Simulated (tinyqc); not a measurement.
Thermoelectric coefficients with energy filtering, Landauer integrals: one step of the calculation.

Bulk parabolic band, x = (E - Ec)/kB T, C = hbar^2/(2 m0), kB T in eV. Modes per area gv m kB T x/(4 pi C) times the back-scattering length l0 x^rr give the transport function s0 X(x), s0 = (2 q^2/h) gv m kB T l0/(4 pi C), X = x^(1 + rr), multiplied by tb for x < xb. I_k = int X (x - eta)^k w dx, w = 1/(4 cosh^2((x - eta)/2)).

Question. The three integrals on a coarse grid. Simpson's rule on nE equally spaced points from xa to xe.

Inputs (values chosen for the exercise):
```
symbol  value  unit                                                 meaning
rr        0.5                                energy exponent of that length
eta       4.4                            reduced Fermi level (EF - Ec)/kB T
xb        4.3                            barrier height over kB T, above Ec
tb       0.05        share of the transport function left below the barrier
xa          0                                         lower end of the grid
xe         16                                         upper end of the grid
nE         17                                            points of the grid
```

Find: x; X; w; X w; I_0, I_1, I_2 on this grid.

Answer.

```
point      x        X         w       X w
0       0.00        0   0.01198         0
1       1.00  0.05000   0.03125  0.001563
2       2.00   0.1414   0.07625   0.01078
3       3.00   0.2598    0.1587   0.04123
4       4.00   0.4000    0.2403   0.09610
5       5.00    11.18    0.2288     2.558
6       6.00    14.70    0.1398     2.054
7       7.00    18.52   0.06436     1.192
8       8.00    22.63   0.02589    0.5858
9       9.00    27.00  0.009853    0.2660
10     10.00    31.62  0.003671    0.1161
11     11.00    36.48  0.001357   0.04950
12     12.00    41.57  5.000e-4   0.02078
13     13.00    46.87  1.840e-4  0.008626
14     14.00    52.38  6.772e-5  0.003547
15     15.00    58.09  2.491e-5  0.001447
16     16.00    64.00  9.166e-6  5.866e-4
```

I_0, I_1, I_2 on this grid: 7.416  12.40  35.64

Range of the model: Parabolic bands, elastic scattering and a fixed kL make these model figures, not those of a material.

tinyqc, about 0.02 s, one thread, Intel Xeon 2.30GHz (shared host): `OMP_NUM_THREADS=1 python tinyqc.py 2800002 2800003 out.jsonl`
